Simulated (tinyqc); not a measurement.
Inputs raised by 2 %, one at a time: critical temperature from a phonon spectrum: McMillan, Allen-Dynes and the linearised Eliashberg equation. Computed by tinyqc, a small Python program. Command: `OMP_NUM_THREADS=1 python tinyqc.py 3005962 3005963 out.jsonl eliashberg sens`. One thread of a shared host (Intel(R) Xeon(R) Processor @ 2.30GHz), about 0.03 s of CPU time with the checks.

alpha^2 F(omega) = sum_i (lambda_i omega_i/2) delta(omega - omega_i), so that lambda = 2 int alpha^2 F/omega d omega = sum_i lambda_i.

Inputs (values chosen for the exercise, for a model metal):

| quantity | value | unit |
|---|---|---|
| peak energy omega_1 | 8.5 | meV |
| coupling lambda_1 | 1.07 | - |
| peak energy omega_2 | 20.8 | meV |
| coupling lambda_2 | 1.24 | - |
| Coulomb pseudopotential mu* | 0.1 | - |

Peaks in alpha^2 F: two.

Constants: k_B = 8.617333262e-05 eV/K.

Method:
- omega_log = exp(sum lambda_i ln omega_i / lambda); omega_rms = sqrt(sum lambda_i omega_i^2 / lambda).
- McMillan form: k_B T_c = (omega_log/1.2) exp[-1.04 (1 + lambda)/(lambda - mu* (1 + 0.62 lambda))]. Allen-Dynes multiplies it by f1 f2: f1 = [1 + (lambda/L1)^(3/2)]^(1/3), L1 = 2.46 (1 + 3.8 mu*); f2 = 1 + (omega_rms/omega_log - 1) lambda^2/(lambda^2 + L2^2), L2 = 1.82 (1 + 6.3 mu*) omega_rms/omega_log.
- Linearised Eliashberg equation at omega_n = (2n + 1) pi k_B T, n = 0..N-1: lambda(j) = sum_i lambda_i omega_i^2/(omega_i^2 + (2 pi j k_B T)^2); K_mn = lambda(m - n) + lambda(m + n + 1) - 2 mu*(N) - delta_mn [2m + 1 + lambda(0) + 2 sum_(j=1..m) lambda(j)], with 1/mu*(N) = 1/mu* + ln(omega_rms/omega_N), omega_N = (2N + 1) pi k_B T. T_c is where the largest eigenvalue rho of K is zero.
- N is the smallest integer at or above 8 omega_max/(2 pi k_B T_AD), omega_max the highest peak and T_AD the Allen-Dynes value.

Runs:

| input moved | from | to | T_c, Eliashberg (K) | T_c, Allen-Dynes (K) | T_c, McMillan form (K) | omega_log (meV) |
|---|---|---|---|---|---|---|
| base run | - | - | 31.202 | 30.784 | 25.127 | 13.742 |
| peak energy omega_1 (meV) | 8.5 | 8.67 | 31.400 | 31.013 | 25.358 | 13.868 |
| coupling lambda_1 | 1.07 | 1.0914 | 31.318 | 30.894 | 25.150 | 13.681 |
| peak energy omega_2 (meV) | 20.8 | 21.216 | 31.606 | 31.168 | 25.395 | 13.889 |
| coupling lambda_2 | 1.24 | 1.2648 | 31.647 | 31.188 | 25.394 | 13.802 |
| Coulomb pseudopotential mu* | 0.1 | 0.102 | 30.990 | 30.615 | 25.028 | 13.742 |

Exponents ln(y'/y) / ln(x'/x):

| input | T_c, Eliashberg | T_c, Allen-Dynes | T_c, McMillan form | omega_log |
|---|---|---|---|---|
| peak energy omega_1 | 0.318 | 0.374 | 0.463 | 0.463 |
| coupling lambda_1 | 0.187 | 0.181 | 0.048 | -0.223 |
| peak energy omega_2 | 0.648 | 0.626 | 0.537 | 0.537 |
| coupling lambda_2 | 0.715 | 0.658 | 0.535 | 0.222 |
| Coulomb pseudopotential mu* | -0.345 | -0.277 | -0.198 | 0.000 |

Which inputs matter most for each result?

Among the inputs moved here: T_c, Eliashberg answers most in size to coupling lambda_2 (exponent +0.715), next to peak energy omega_2 (+0.648). T_c, Allen-Dynes answers most in size to coupling lambda_2 (exponent +0.658), next to peak energy omega_2 (+0.626). T_c, McMillan form answers most in size to peak energy omega_2 (exponent +0.537), and about equally to coupling lambda_2 (+0.535). omega_log answers most in size to peak energy omega_2 (exponent +0.537), next to peak energy omega_1 (+0.463); its exponent is below 0.0005 for Coulomb pseudopotential mu*.

Caution (all rows): for lambda above about 1.5 the plain McMillan form saturates and falls short.

Extremes, crossings and ranges named in words are read from the listed rows.
